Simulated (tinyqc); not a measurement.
# Changing the bias power P_b

Model: global model of a low-pressure process discharge: electron temperature, density, ion flux and ion energy. Computed by tinyqc, a small Python program. Command: `OMP_NUM_THREADS=1 python tinyqc.py 3113443 3113444 out.jsonl plasma sweep`. One thread of a shared host (Intel(R) Xeon(R) Processor @ 2.30GHz), about 0.01 s of CPU time with the checks.

Maxwellian electrons with temperature T_e in eV, one positive ion, no negative ions, uniform bulk density n; rate constants have the Arrhenius form.

Inputs (values chosen for the exercise, of the order of those of an inductive discharge in a simple atomic gas):
```
quantity,value,unit
ion mass M,32,u
ionisation prefactor K0,2.2e-14,m^3/s
ionisation energy E_iz,14.2,eV
excitation prefactor X0,5.5e-15,m^3/s
excitation energy E_ex,9.39,eV
elastic rate constant K_el,1.5e-13,m^3/s
ion-neutral cross section,1.1e-18,m^2
pressure p,2.8,Pa
gas temperature T_g,400,K
radius R,18,cm
height L,18,cm
absorbed power P,3000,W
radius of the biased electrode,10,cm
bias frequency,0.4,MHz
```

Constants: k_B = 1.380649e-23 J/K; e = 1.602176634e-19 C; u = 1.6605390666e-27 kg; m_0 = 9.1093837015e-31 kg; eps_0 = 8.8541878128e-12 F/m.

Method:
- n_g = p/(k_B T_g); lambda_i = 1/(n_g sigma); h_L = 0.86/sqrt(3 + L/(2 lambda_i)), h_R = 0.8/sqrt(4 + R/lambda_i); A_eff = 2 pi R^2 h_L + 2 pi R L h_R; d_eff = pi R^2 L/A_eff.
- Particle balance: K0 exp(-E_iz/T_e) n_g d_eff = u_B, u_B = sqrt(e T_e/M).
- Root found by bracketing.
- E_c = E_iz + (X0 exp(-E_ex/T_e) E_ex + K_el (3 m_0/M) T_e)/K_iz; wall potential V_s = (T_e/2) ln(M/(2 pi m_0)); E_T = E_c + 2 T_e + T_e/2 + V_s; n = P/(e u_B A_eff E_T); ion current density J = e h_L n u_B; ionised share n/n_g.
- All bias power goes to ions: V_b = P_b/(J pi r^2). Debye length at the sheath edge lambda_D = sqrt(eps_0 T_e/(e h_L n)); Child-law sheath s = (sqrt2/3) lambda_D (2 V/T_e)^(3/4), V = V_b + V_s; ion transit time tau_i = 3 s sqrt(M/(2 e V)); collisions in the sheath s/lambda_i.

One run for each value:
```
bias power P_b (W),bias voltage V_b (V),sheath width s (mm),transit time over bias period,s/lambda_i
3,6.5060e-01,0.04250,0.006886,0.02370
7.3,1.5831e+00,0.04572,0.007056,0.02550
18,3.9036e+00,0.05345,0.007433,0.02981
100,2.1687e+01,0.10435,0.009290,0.05820
250,5.4217e+01,0.18071,0.011156,0.10079
620,1.3446e+02,0.33537,0.013709,0.18704
1500,3.2530e+02,0.63358,0.016947,0.35335
```

Give the missing row, bias power P_b (W) = 43.

Computed row:
```
bias power P_b (W)  bias voltage V_b (V)  sheath width s (mm)  transit time over bias period  s/lambda_i
43                            9.3253e+00              0.07023                       0.008141     0.03917
```

Interpolating between the two neighbouring rows (the first column on a logarithmic scale, the others too where they are positive) misses by up to 6.9 %. Over the rows, bias voltage V_b (V) rises from 0.651 to 325 (exponent d ln y / d ln x about 1.0 throughout); sheath width s (mm) rises from 0.0425 to 0.634 (exponent d ln y / d ln x 0.082 between the first rows and 0.72 between the last); transit time over bias period rises from 0.00689 to 0.0169 (exponent d ln y / d ln x 0.027 between the first rows and 0.24 between the last).

Caution (all rows): at so short an ion path the formulas for h_L and h_R give way to the ambipolar-diffusion limit.
